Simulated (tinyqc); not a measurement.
# Worked calculation: Schottky diode by the thermionic emission-diffusion theory

tinyqc, about 0.01 s, one thread, Intel Xeon 2.30GHz (shared host): `OMP_NUM_THREADS=1 python tinyqc.py 2640168 2640169 out.jsonl` Printed values are rounded.

Metal on an n-type semiconductor with one parabolic valley; V > 0 is forward bias (metal positive). The band bends as a parabola over the depletion layer, by Vd = Vbi - V; no image force. Carriers drift and diffuse up to the interface and leave it with the velocity vR.

Inputs (values chosen for the exercise); band and dielectric values those of a made-up semiconductor: temperature T = 400 K; electron mass me = 0.118 m0; relative permittivity eps_r = 8.71; electron mobility mun = 43 cm^2/(V s); barrier height seen from the metal phi = 1 eV; donor density Nd = 1e15 cm^-3; bias V = 0.35 V.

Constants: q = 1.602176634e-19 C, kB = 1.380649e-23 J/K, h = 6.62607015e-34 J s, m0 = 9.1093837015e-31 kg, Vt = kB T/q, eps0 = 8.8541878128e-14 F/cm where lengths are in cm. Results are converted to the units shown.

## Emission velocity

A* = 4 pi q me m0 kB^2/h^3 (times 1e-4 for A/(cm^2 K^2)); Nc = 2 (2 pi me m0 kB T/h^2)^1.5 (times 1e-6 for cm^-3); Vbi = phi - Vt ln(Nc/Nd); vR = A* T^2/(q Nc).

A* = 14.1804 A/(cm^2 K^2)
Nc = 1.56604e18 cm^-3
Vbi = 0.746433 V
vR = 9.04266e6 cm/s

vR equals sqrt(kB T/(2 pi me m0)).

## Diffusion velocity

LD = sqrt(eps0 eps_r Vt/(q Nd)), a = sqrt((Vbi - V)/Vt), D(a) = exp(-a^2) int_0^a exp(s^2) ds (Dawson), vD = mun Vt/(sqrt(2) LD D(a)). For large a, vD tends to mun times the surface field sqrt(2 q Nd (Vbi - V)/(eps0 eps_r)).

LD = 128.809 nm
a = 3.39132
D(a) = 0.154966
vD = 5.25055e5 cm/s
mun times the surface field = 5.51874e5 cm/s

vD is 4.9 % below the large-a form.

## Current density

J = q Nc [vR vD/(vR + vD)] exp(-phi/Vt) [exp(V/Vt) - 1]. The quasi-Fermi level drops by Vt ln[(vR + vD)/(vD + vR exp(-V/Vt))] over the layer.

effective velocity = 4.96241e5 cm/s
J = 8.04544e-4 A/cm^2
J over the pure emission value = 0.0548778
drop of the quasi-Fermi level over the layer = 100.029 meV

Diffusion limits the current: vR is more than five times vD.
